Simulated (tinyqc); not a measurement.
# Raman shift of the zone-centre optical phonon of a diamond-structure crystal under stress, step by step

A worked calculation. Computed by tinyqc, a small Python program that keeps every step. Command: `OMP_NUM_THREADS=1 python tinyqc.py 3023139 3023140 out.jsonl ramanstress walk`. One thread of a shared host (Intel(R) Xeon(R) Processor @ 2.30GHz), about 0.01 s of CPU time with the checks. Intermediate numbers are printed to about 6 digits and carried at full precision; extremes and crossings named in words are read from the listed rows.

Axes x, y, z are the cube axes. Strain shifts the threefold optical mode and can split it; p, q and r are the phonon deformation potentials.

Inputs (values chosen for the exercise, for a model crystal):

| quantity | value | unit |
|---|---|---|
| unstrained frequency omega_0 | 874 | 1/cm |
| p/omega_0^2 | -1.6 | - |
| q/omega_0^2 | -1.84 | - |
| r/omega_0^2 | -0.647 | - |
| C11 | 155 | GPa |
| C12 | 56.4 | GPa |
| C44 | 83.8 | GPa |
| stress sigma (tension positive) | 0.58 | GPa |
| polarisation angle phi | 20 | degree |
| temperature coefficient d omega/dT | -0.008 | 1/(cm K) |
| local temperature T | 450 | K |
| laser wavelength | 532 | nm |

Stress state: biaxial. Axis: [001].

Constants: h = 6.62607015e-34 J s; c = 299792458 m/s; k_B = 1.380649e-23 J/K.

## Compliances

S11 = (C11 + C12)/D, S12 = -C12/D, D = (C11 - C12)(C11 + 2 C12), S44 = 1/C44.

S11 = 8.00604 1/TPa

S12 = -2.13595 1/TPa

S44 = 11.9332 1/TPa

## Stress and strain tensors

Equal biaxial stress in the plane normal to the axis (unit vector n): sigma_ij = sigma (delta_ij - n_i n_j). eps_xx = S11 sigma_xx + S12 (sigma_yy + sigma_zz), and cyclic; eps_xy = S44 sigma_xy/2 (tensor strain).

stress (GPa):
```
      x     y     z
x  0.58  0.00  0.00
y  0.00  0.58  0.00
z  0.00  0.00  0.00
```

strain (per mille):
```
         x        y         z
x  3.40465  0.00000   0.00000
y  0.00000  3.40465   0.00000
z  0.00000  0.00000  -2.47771
```

volume strain = 4.33159 per mille

## Secular matrix and shifts

Secular matrix: M_xx = p eps_xx + q (eps_yy + eps_zz), M_xy = 2 r eps_xy; its eigenvalues are omega^2 - omega_0^2, and the shifts are these over 2 omega_0.

M/(2 omega_0) (1/cm):
```
          x         y         z
x  -3.12587   0.00000   0.00000
y   0.00000  -3.12587   0.00000
z   0.00000   0.00000  -3.74281
```

shifts, in rising order (1/cm): -3.74281  -3.12587  -3.12587

The triplet splits into a singlet and a doublet. Tension softens every mode.

## Mean shift and Grueneisen parameter

gamma = -(p + 2q)/(6 omega_0^2); the mean of the three shifts is -gamma omega_0 x (volume strain).

mode Grueneisen parameter gamma = 0.88

mean shift = -3.33151 1/cm

## The line seen from a (001) surface

Backscattering from a (001) surface: incident polarisation (cos phi, sin phi, 0). With Raman tensors (R_z)_xy = (R_z)_yx = 1 and cyclic, only the z component u_z of a mode counts: I = u_z^2 sin^2(2 phi) for parallel and u_z^2 cos^2(2 phi) for crossed polarisers. An unresolved line sits at the intensity-weighted shift, which is M_zz/(2 omega_0).

total intensity, parallel = 0.413176

total intensity, crossed = 0.586824

shift of the observed line = -3.74281 1/cm

shift per stress = -6.45312 1/(cm GPa)

stress per shift = -154.964 MPa cm

The z-polarised mode is an eigenmode here, so one line is seen.

## The same stress in different states

Uniaxial: sigma n n^T; biaxial: sigma (1 - n n^T); hydrostatic: sigma 1. The line seen from (001) is taken as unresolved, at the intensity-weighted shift M_zz/(2 omega_0).

Shifts (1/cm):

| state | lowest | middle | highest | line seen from (001) |
|---|---|---|---|---|
| uniaxial [100] | -1.87140 | -1.87140 | -1.25446 | -1.87140 |
| uniaxial [110] | -2.54139 | -1.87140 | -0.58448 | -1.87140 |
| uniaxial [001] | -1.87140 | -1.87140 | -1.25446 | -1.25446 |
| uniaxial [111] | -2.97036 | -1.01345 | -1.01345 | -1.66576 |
| biaxial, normal [001] | -3.74281 | -3.12587 | -3.12587 | -3.74281 |
| biaxial, normal [111] | -3.98381 | -3.98381 | -2.02691 | -3.33151 |
| hydrostatic | -4.99727 | -4.99727 | -4.99727 | -4.99727 |

Seen from (001), uniaxial stress along [100] and along [110] give the same shift (-1.871), and equal biaxial stress in the plane gives twice as much (-3.743), since only sigma_xx + sigma_yy and sigma_zz enter M_zz. Stress along [001] gives -1.254. One measured shift therefore fixes the stress only once its state is assumed: read as uniaxial in the plane, a shift implies twice the stress that it does read as biaxial.

## Heating mistaken for stress

A temperature above 300 K shifts the line by (d omega/dT)(T - 300 K); divided by the shift per stress it poses as a stress; the total shift adds it to the shift of the observed line. The anti-Stokes to Stokes ratio is [(omega_L + omega_0)/(omega_L - omega_0)]^3 exp(-h c omega_0/(k_B T)) in photon counts, omega_L = 1/wavelength, resonance effects left out.

thermal shift = -1.2 1/cm

apparent stress from heating = 0.185957 GPa

total shift = -4.94281 1/cm

anti-Stokes/Stokes ratio = 0.0808433

Heating poses as tension, 32 % of the true stress in size; the intensity ratio gives T apart from the shift.

Checks made by the program: mean of the eigenvalues against the trace rule (relative difference below 1e-10); weighted mean of the modes against M_zz (relative difference below 1e-10).
